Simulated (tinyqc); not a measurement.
Undoped gate-all-around wire MOSFET, analytic charge model: effect of the temperature.

An undoped round wire of radius R under an insulator shell and a surrounding gate; long channel, electrons only, n = ni exp((psi - V)/Vt) with V the quasi-Fermi potential (0 at the source, Vd at the drain), constant mobility, no quantisation. The radial Poisson equation gives n(r) = n(0)/(1 - (1 - b) r^2/R^2)^2 with b = Q0/(Q + Q0). Q is the electron charge per area of the wire surface.

Nc and Nv are given at 400 K and scale as (T/400 K)^1.5; Eg and mu are held fixed. ni = sqrt(Nc Nv) exp(-Eg/(2 Vt)), Eg in volts; Cox = eps0 eox/(R ln(1 + tox/R)); Q0 = 4 eps0 eps_r Vt/R; V0 = dphi + Vt ln[8 eps0 eps_r Vt/(q ni R^2)]. Q solves Vg - V0 - V = Q/Cox + Vt ln(Q/Q0) + Vt ln(1 + Q/Q0). I = mu (2 pi R/L)[2 Vt (Qs - Qd) + (Qs^2 - Qd^2)/(2 Cox) + Vt Q0 ln((Qd + Q0)/(Qs + Q0))], with Qs at V = 0 and Qd at V = Vd.  I(low) is taken at Vg = 0.4 V, Qs and I(high) at Vg = 1.15 V.

Values chosen for this exercise; material values close to those of silicon: band gap Eg = 1.1 eV; relative permittivity of the semiconductor eps_r = 11.6; conduction-band density of states at the reference temperature Nc = 4.25e19 cm^-3; valence-band density of states at the reference temperature Nv = 4.11e19 cm^-3; relative permittivity of the gate insulator eox = 9.14; insulator thickness tox = 4.9 nm; wire radius R = 3 nm; gate work function less that of the intrinsic body dphi = 0.13 V; channel mobility mu = 760 cm^2/(V s); gate length L = 0.1 um; drain voltage Vd = 0.3 V.

Constants: q = 1.602176634e-19 C, kB = 1.380649e-23 J/K, Vt = kB T/q, eps0 = 8.8541878128e-14 F/cm where lengths are in cm. Results are converted to the units shown.

Results:
```
T (K)	V0 (V)	I(low) (nA)	Qs(high) (nC/cm^2)	I(high) (uA)
220	0.6714	4.287e-4	1164	33.81
250	0.6688	0.003472	1162	33.91
280	0.6661	0.01855	1162	34.08
310	0.6632	0.07355	1164	34.29
370	0.6572	0.6259	1170	34.86
400	0.6540	1.468	1174	35.19
430	0.6507	3.095	1180	35.55
```

Estimate the missing row, T = 340 K.

Computed row:
```
T (K)	V0 (V)	I(low) (nA)	Qs(high) (nC/cm^2)	I(high) (uA)
340	0.6603	0.2336	1166	34.56
```

With this row back in the table: As T goes from 220 to 430 K, I(low) rises from 4.29e-4 to 3.10 nA and I(high) rises from 33.8 to 35.6 uA. V0 falls from 0.671 to 0.651 V. In every row the surface density at the source at the higher gate voltage passes 0.3 Nc, where Boltzmann statistics fail. In every row mu V/L at the higher gate voltage, with V the smaller of Vd and Vg - V0, passes 3e6 cm/s, so velocity saturation would lower the current. In every row the mobility is held fixed, though a real one changes with T. In every row the body is thin enough for quantum confinement, left out here, to raise the threshold.

Program tinyqc, `OMP_NUM_THREADS=1 python tinyqc.py 2460091 2460092 out.jsonl`; Intel Xeon 2.30GHz, shared host, one thread, about 0.02 s.
